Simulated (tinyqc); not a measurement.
A periodic Ge profile (wiggle well): inter-valley coupling by envelope functions against a chain of atomic planes.

Chain: E(phi) = e0 + 2 v cos(phi) + 2 u cos(2 phi), cos(phi0) = -v/(4u), e0 = 2u + v^2/(4u); plane j = 0, 1, ... has the potential V_j = dE x_j + F (j - 30) a/4 (1 MV/m = 1e-4 V/angstrom). There are 30 barrier planes a side; with y = j - 29.5, x_j = xb (f(y) + f(Nw - y)), f(y) = 1/(1 + exp(y/L)), plus any Ge added in the well. The valley splitting is the spacing of the two lowest levels. Envelope theory: F_j solves a one-valley chain with hopping -b and diagonal 2b + V_j, b = 4u sin^2(phi0), sum F_j^2 = 1; the valleys couple by Dv = sum_j F_j^2 V_j exp(-2 i phi0 j) and split by 2|Dv|.

Inputs chosen for the exercise (near those of the Delta valleys of silicon in a SiGe well; not measured data):
- a = 5.431 angstrom (lattice constant; planes lie a/4 apart)
- u = 0.62 eV (second-neighbour hopping)
- v = 0.548 eV (nearest hopping)
- Nw = 59 (planes in the well)
- L = 0.75 planes (interface width)
- xb = 0.27 (Ge fraction of the barriers)
- dE = 0.54 eV (offset per unit Ge fraction)
- F = 8 MV/m (field)
- xw = 0.013 (mean Ge fraction of the wiggle)

periods (planes): pi/phi0 1.75155, pi/(pi - phi0) 2.33058

Added fraction xw (1 - cos(2 pi (j - 30)/p)) on the well planes; p = f times the resonant period pi/(pi - phi0). At resonance the estimate is dE xw.

Against period:

| f | p (planes) | mean of the doublet (meV) | splitting, chain (micro-eV) | envelope |
|---|---|---|---|---|
| 0.90 | 2.0975 | 34.92 | 587 | 616 |
| 0.95 | 2.2140 | 34.79 | 3225 | 3321 |
| 0.98 | 2.2840 | 34.91 | 6052 | 6108 |
| 0.99 | 2.3073 | 34.97 | 6643 | 6644 |
| 1.00 | 2.3306 | 35.00 | 6857 | 6815 |
| 1.01 | 2.3539 | 34.98 | 6666 | 6611 |
| 1.02 | 2.3772 | 34.92 | 6137 | 6087 |
| 1.05 | 2.4471 | 34.79 | 3716 | 3652 |
| 1.10 | 2.5636 | 34.88 | 1045 | 988 |
| 1.50 | 3.4959 | 35.00 | 42 | 40 |
| 3.00 | 6.9917 | 35.02 | 21 | 20 |

What can be read from this table?

The splitting peaks at f = 1 with 6.86 meV, against the estimate dE xw = 7.02 meV, and is 0.88 and 0.90 of the value at f = 1 two per cent off to either side: the width of the resonance is set by the number of periods under the envelope. At f = 3 it is 21 micro-eV. The chain has one orbital a plane and knows only this resonance; longer periods that work through other bands are outside it.

Computed by tinyqc, a small Python program: `OMP_NUM_THREADS=1 python tinyqc.py 1482478 1482479 out.jsonl` (the numbers bound the seed that draws the inputs); one thread of a shared host (Intel(R) Xeon(R) Processor @ 2.30GHz), about 0.1 s for the whole set of steps.
